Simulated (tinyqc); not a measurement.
Inside a calculation. Model: gas flow in a process chamber: flow regimes, conductance, effective pumping speed, pump-down, outgassing and purge. Computed by tinyqc, a small Python program that keeps every step. Command: `OMP_NUM_THREADS=1 python tinyqc.py 3120005 3120006 out.jsonl pump walk`. One thread of a shared host (Intel(R) Xeon(R) Processor @ 2.30GHz), about 0.09 s of CPU time with the checks. Intermediate numbers are printed to about 5 digits and carried at full precision; extremes and crossings named in words are read from the listed rows.

Ideal gas, isothermal flow, a pump of constant speed at the end of a round pipe; process gas, volume gas and outgassing are given the same properties. 1 sccm = 101325 Pa x 1e-6 m^3/60 s x T/273.15 K.

Inputs (values chosen for the exercise, modelled on oxygen near room temperature): molar mass M = 32 g/mol; molecular diameter = 0.36 nm; viscosity eta = 20.6 micropascal s; temperature T = 293 K; chamber volume V = 21 L; wall area = 1 m^2; pipe diameter d = 6.3 cm; pipe length l = 300 cm; pump speed S = 17 L/s; process gas flow = 150 sccm; outgassing rate after 1 h = 1.9e-06 Pa m^3/(s m^2); outgassing exponent n = 1.1; starting pressure p0 = 190 Pa; target base pressure = 8e-05 Pa.

Constants: k_B = 1.380649e-23 J/K; u = 1.6605390666e-27 kg.

## Molecular flow

Mean speed c = sqrt(8 k_B T/(pi m)); aperture conductance C_a = c pi d^2/16; molecular pipe C_m = C_a/(1 + 3 l/(4 d)) (Dushman form); viscous pipe C_v = pi d^4 p_mean/(128 eta l); Knudsen interpolation C = C_v + C_m (1 + x)/(1 + 1.24 x), x = d p_mean sqrt(m/(k_B T))/eta. Effective speed 1/S_eff = 1/S + 1/C_m; time constant V/S_eff; pressure at which the free path k_B T/(sqrt2 pi d_m^2 p) equals d.

mean speed c = 440.30 m/s

C_a = 343.13 L/s

C_m = 9.3459 L/s

S_eff in molecular flow = 6.0306 L/s

time constant = 3.4823 s

pressure where the free path equals d = 0.11152 Pa

The pipe passes on 35 % of the pump speed.

## Process pressure

Steady flow: the pump inlet is at p_2 = Q/S, and the chamber pressure p_1 solves Q = C((p_1 + p_2)/2) (p_1 - p_2). Residence time = p_1 V/Q. Knudsen number = free path at the mean pressure over d.

throughput Q = 271.72 Pa L/s

p_2 = 15.984 Pa

chamber pressure p_1 = 18.348 Pa

conductance C = 114.94 L/s

residence time = 1.4180 s

Knudsen number = 0.0064965

The flow in the pipe is viscous.

## Purging a well-mixed chamber

With steady flow a contaminant decays as exp(-t/residence time); gas used = flow x time.

time to dilute 1e3 times = 9.7952 s

time to dilute 1e6 times = 19.590 s

gas used for 1e6 = 48.976 standard cm^3

## Pump-down curve

Pump-down: V dp/dt = -S_eff(p) p + q(t) A, with S_eff = S p_2/p, where p_2 solves C((p + p_2)/2) (p - p_2) = S p_2 at each moment, and q(t) = q_1 (1 h/(t + 10 s))^n; integrated adaptively. At long times p = q(t) A/S_eff. S_eff(p) is tabulated at 260 pressures and interpolated in ln p. Comparison columns: p0 exp(-t/time constant) with the molecular S_eff (0 below 1e-26 p0), and the outgassing limit.

Pressure against time:
```
t (s)       p (Pa)  S_eff (L/s)  volume gas only (Pa)  outgassing limit (Pa)
0.3     1.4963e+02       16.696            1.7432e+02             1.9779e-01
1       8.6078e+01       16.478            1.4257e+02             1.8399e-01
3       1.9104e+01       14.884            8.0280e+01             1.5311e-01
10      7.8454e-01        6.744            1.0755e+01             9.5323e-02
30      5.3730e-02        5.873            3.4456e-02             4.4470e-02
100     1.5346e-02        5.963            6.4142e-11             1.4615e-02
300     4.7538e-03        6.007                     0             4.6755e-03
1000    1.2815e-03        6.024                     0             1.2752e-03
3600    3.1452e-04        6.029                     0             3.1410e-04
20000   4.7759e-05        6.030                     0             4.7748e-05
100000  8.1339e-06        6.031                     0             8.1336e-06
```

From t = 100 s on the pressure is within 20 % of the outgassing limit, which falls only as (t + 10 s)^-1.1: walls, not volume, set the time to base pressure. Early on viscous flow raises S_eff to 16.7 L/s, 2.8 times its molecular value.

## Time to base pressure

From the outgassing limit: t = 1 h x (q_1 A/(S_eff p_target))^(1/n) - 10 s; monolayer time at the target = 1e19 m^-2 x 4 k_B T/(p c) for unit sticking.

time to the target = 3.4741 h

monolayer time = 4.5938 s

Checks made by the program: throughput from C and the pressure drop (relative difference 2e-10).
